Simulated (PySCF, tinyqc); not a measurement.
Orbital energy against energy difference: ionisation energy by orbital energies and by energy differences in the 6-31g basis, for H4, spin multiplicity 1. Computed by the program tinyqc with PySCF. The cation is unrestricted; errors are against CCSD(T) in this basis, not against experiment.

Geometry (angstrom):
```
atom,x,y,z
H,0.0000,0.0000,0.0000
H,0.0000,0.0000,0.8100
H,0.0000,1.0200,0.0000
H,0.0000,1.0200,0.8100
```

CCSD(T) difference in the same basis = 10.0394 eV

IP-EOM-CCSD = 10.0676 eV

First vertical ionisation energy (eV):
```
method,-e(HOMO),E(cation) - E,error of -e(HOMO),error of the difference
HF,9.7007,9.246844,-0.3387,-0.7925
LDA,4.9505,9.828312,-5.0889,-0.2111
PBE,5.0157,9.865029,-5.0237,-0.1743
B3LYP,6.2135,10.056082,-3.8259,0.0167
PBE0,6.4016,9.930874,-3.6377,-0.1085
CAM-B3LYP,7.8384,10.011239,-2.2010,-0.0281
LC-wPBE,9.2804,10.010392,-0.7590,-0.0290
```

What does the comparison show, and why?

Koopmans errs by -0.34 eV and Delta-HF by -0.79 eV: relaxation, 0.45 eV, lowers the value and the missing correlation difference works against it. The PBE level is off by -5.0 eV through the wrong tail of its potential, though its energy difference is off by -0.17 eV; exact exchange deepens the level, and among the orbital energies HF comes closest; among the differences B3LYP does. The restricted reference is unstable here: a spin-polarised solution lies 0.0030 hartree lower (PySCF), so results built on it describe a poor reference.
